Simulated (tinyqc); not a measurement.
Equilibrium crystal shape, supported particles, Gibbs-Thomson effect and coarsening: one step, computed by the program tinyqc. Command: `OMP_NUM_THREADS=1 python tinyqc.py 3031521 3031522 out.jsonl wulff walk`. One thread of a shared host (Intel(R) Xeon(R) Processor @ 2.30GHz), about 0.04 s of CPU time with the checks.

A cubic crystal bounded by {100}, {110} and {111} facets only.

Question. The Wulff shape. Wulff construction: the facet planes lie at distances lambda gamma from the centre, and the shape is the region inside all of them; V = (1/3) sum of area x distance. gamma_mean = sum A gamma / sum A; shape factor eta = A/V^(2/3) (4.836 for a sphere). lambda follows from V = N Omega.

Inputs (values chosen for the exercise, for a model metal): atoms in the particle N = 75000.

gamma (J/m^2): (100) 0.3656965, (110) 0.2657876, (111) 0.3255220

Omega = 35.99565 angstrom^3

Constants: e = 1.602176634e-19 C.

Give: area fractions; gamma_mean; shape factor eta; distances of the planes from the centre; surface energy per atom.

Answer.

area fractions: {100} 0.0021, {110} 0.9979, {111} 0.0000

gamma_mean = 0.2660 J/m^2

shape factor eta = 5.341

distances of the planes from the centre (nm): {100} 10.75, {110} 7.81, {111} 9.57

surface energy per atom = 0.02292 eV

Present: {100}, {110}.
